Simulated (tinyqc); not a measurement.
# Implanted layer, carriers, mobility and sheet resistance with incomplete ionisation: effect of the temperature

An n-type layer from the surface x = 0 to the junction xj, N(x) = N0 exp(-(x - Rp)^2/(2 sg^2)). Local neutrality (no depletion at surface or junction, no spilling of carriers), intrinsic carriers neglected, Boltzmann statistics.

NB is given at 400 K and scales as (T/400 K)^1.5. xj = Rp + sg sqrt(2 ln(N0/Nb)). Active dopant A = min(N, Ns); n solves n (n + Nb)/(A - Nb - n) = K, K = (NB/gd) exp(-E/Vt), E = max(Ei - ks A^(1/3), 0), so n = 2 K (A - Nb)/[Nb + K + sqrt((Nb + K)^2 + 4 K (A - Nb))]; mobility mu = m1 + (m2 (T/300 K)^(-bt) - m1)/(1 + ((A + Nb)/Nr)^am). Dose = integral of N, carrier sheet density = integral of n, 1/Rs = q integral of n mu, mean mobility 1/(q Rs sheet density), Hall mobility (unit Hall factor) = integral of n mu^2 over integral of n mu, Hall sheet density = (integral of n mu)^2/integral of n mu^2; all from 0 to xj. Integrals on 4000 steps.

Parameters, values chosen for the exercise; values close to those of phosphorus in silicon over a p-type background: background doping of the opposite type Nb = 4.9e15 cm^-3; peak chemical concentration N0 = 1.8e17 cm^-3; mobility limit at high doping m1 = 70.2 cm^2/(V s); mobility limit at low doping, at 300 K m2 = 1440 cm^2/(V s); reference doping of the mobility law Nr = 9.37e16 cm^-3; exponent of the mobility law am = 0.683; temperature exponent of m2 bt = 2.1; solubility limit of active dopant Ns = 3.87e20 cm^-3; conduction-band density of states at the reference temperature NB = 4.3e19 cm^-3; ionisation energy in the dilute limit Ei = 0.0441 eV; degeneracy factor of the level gd = 2; lowering of Ei per N^(1/3) ks = 0 eV cm; straggle after annealing sg = 36 nm; projected range Rp = 23 nm.

Constants: q = 1.602176634e-19 C, kB = 1.380649e-23 J/K, Vt = kB T/q. Results are converted to the units shown.

The same in every row: xj (nm) = 119.6; dose (cm^-2) = 1.194e12.

Result of one run:
```
T (K),carriers (cm^-2),Rs (ohm/square),mean mobility (cm^2/(V s)),Rs xj (ohm nm),Hall/true sheet density
150,7.334e11,3076,2766,3.681e5,0.9696
```

What becomes of these results when the temperature T is changed from 150 to 200 K, all else the same?

Result of the changed run:
```
T (K),carriers (cm^-2),Rs (ohm/square),mean mobility (cm^2/(V s)),Rs xj (ohm nm),Hall/true sheet density
200,9.465e11,4350,1516,5.205e5,0.9733
```

The whole series:
```
T (K),carriers (cm^-2),Rs (ohm/square),mean mobility (cm^2/(V s)),Rs xj (ohm nm),Hall/true sheet density
150,7.334e11,3076,2766,3.681e5,0.9696
200,9.465e11,4350,1516,5.205e5,0.9733
250,1.037e12,6269,960.0,7.501e5,0.9756
300,1.078e12,8695,666.2,1.040e6,0.9776
350,1.098e12,1.154e4,492.5,1.381e6,0.9796
400,1.109e12,1.474e4,381.7,1.764e6,0.9815
450,1.116e12,1.824e4,306.7,2.182e6,0.9835
500,1.120e12,2.196e4,253.6,2.628e6,0.9855
```

As T goes from 150 to 500, xj stays at 120 nm, Rs rises from 3080 to 22000 ohm/square, the mean mobility falls from 2770 to 254 cm^2/(V s) and the share of the dose that conducts rises from 61.4 to 93.9 %.

Computed by the program tinyqc: `OMP_NUM_THREADS=1 python tinyqc.py 2110025 2110026 out.jsonl`, one thread of a shared Intel Xeon 2.30GHz, about 0.01 s for the whole run.
